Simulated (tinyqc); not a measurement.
Fixed charge and work-function difference from two thicknesses.

Problem. With a fixed charge q Nf at the interface, Vfb = phi_ms - q Nf tox/(eps0 eox). Find Nf and phi_ms.

Inputs (values chosen for the exercise):
- eox = 3.9 (relative permittivity of the gate insulator (close to silicon dioxide))

Constants: q = 1.602176634e-19 C, eps0 = 8.8541878128e-14 F/cm where lengths are in cm. Results are converted to the units shown.

Vfb at tox = 2.1 and 7.6 nm (V): [0.32378352, 0.29316100]

Solution. Vfb is a straight line in tox: the slope gives Nf and the intercept at zero thickness phi_ms.

Nf = 1.20e11 cm^-2
phi_ms = 0.335 V

Program tinyqc, `OMP_NUM_THREADS=1 python tinyqc.py 2060159 2060160 out.jsonl`; Intel Xeon 2.30GHz, shared host, one thread, about 0.01 s.
